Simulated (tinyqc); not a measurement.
## Read current of a NAND string, cells in series solved by shooting: read current against the number of cells

Cells in series, numbered from 0 at the source line (0 V) to the bit line, each followed by a gap resistance Rg. A cell with gate Vg, threshold VT, source Vs and drain Vd passes I = 2 nf K Vt^2 [F(Vs) - F(Vd)]/(1 + th max(Vg - VT, 0)), F(V) = ln^2(1 + exp((Vg - VT - nf V)/(2 nf Vt))). The selected cell has Vg = Vr, the others Vg = Vp.

For a trial current I start at 0 V and, cell by cell, solve for the drain: sqrt(F(Vd)) = sqrt(F(Vs) - I/k), k = 2 nf K Vt^2/(1 + th max(Vg - VT, 0)), Vd = [Vg - VT - 2 nf Vt ln(exp(sqrt F) - 1)]/nf, then add I Rg. The string current is the I for which the last node reaches Vbl. The apparent threshold is the Vr at which I = Is. Background: all other cells erased (VT = Ve) or all in the highest state (VT = Vh); ratio and shift are high over erased and high minus erased. The selected cell is in the middle, cell n/2.

Parameters, values chosen for the exercise; values of the order met in vertical NAND strings: temperature T = 300 K; gain factor of a cell K = 5.3 uA/V^2; slope factor nf = 1.2; mobility reduction factor th = 0.19 1/V; resistance of the gap between cells Rg = 9.1 kohm; bit-line voltage Vbl = 0.5 V; pass voltage Vp = 7.8 V; threshold of an erased cell Ve = -0.7 V; threshold of the highest state Vh = 3.4 V; threshold of the selected cell Vx = 2.1 V; sensing current Is = 50 nA; read voltage on the selected word line Vr = 3.19 V.

Constants: q = 1.602176634e-19 C, kB = 1.380649e-23 J/K, Vt = kB T/q. Results are converted to the units shown.

Read current against the number of cells:

| n | I, others erased (uA) | I, others high (uA) | ratio | apparent VT, erased (V) | apparent VT, high (V) | background shift (mV) |
|---|---|---|---|---|---|---|
| 8 | 0.6341 | 0.5222 | 0.8235 | 2.263 | 2.268 | 5.074 |
| 16 | 0.3733 | 0.2937 | 0.7866 | 2.280 | 2.290 | 10.21 |
| 32 | 0.2045 | 0.1563 | 0.7647 | 2.313 | 2.333 | 20.70 |
| 64 | 0.1073 | 0.08075 | 0.7527 | 2.379 | 2.422 | 43.00 |
| 96 | 0.07270 | 0.05442 | 0.7486 | 2.447 | 2.586 | 139.2 |

With erased neighbours the current falls from 0.634 to 0.0727 uA, as n^(-0.76) between the first two rows and n^(-0.96) between the last two (-1 once the series resistance rules). The ratio falls from 0.824 to 0.749 and the background shift rises from 5.07 to 139 mV.

Numbers from tinyqc (`OMP_NUM_THREADS=1 python tinyqc.py 2142212 2142213 out.jsonl`; about 0.4 s on one thread of a shared Intel Xeon 2.30GHz).
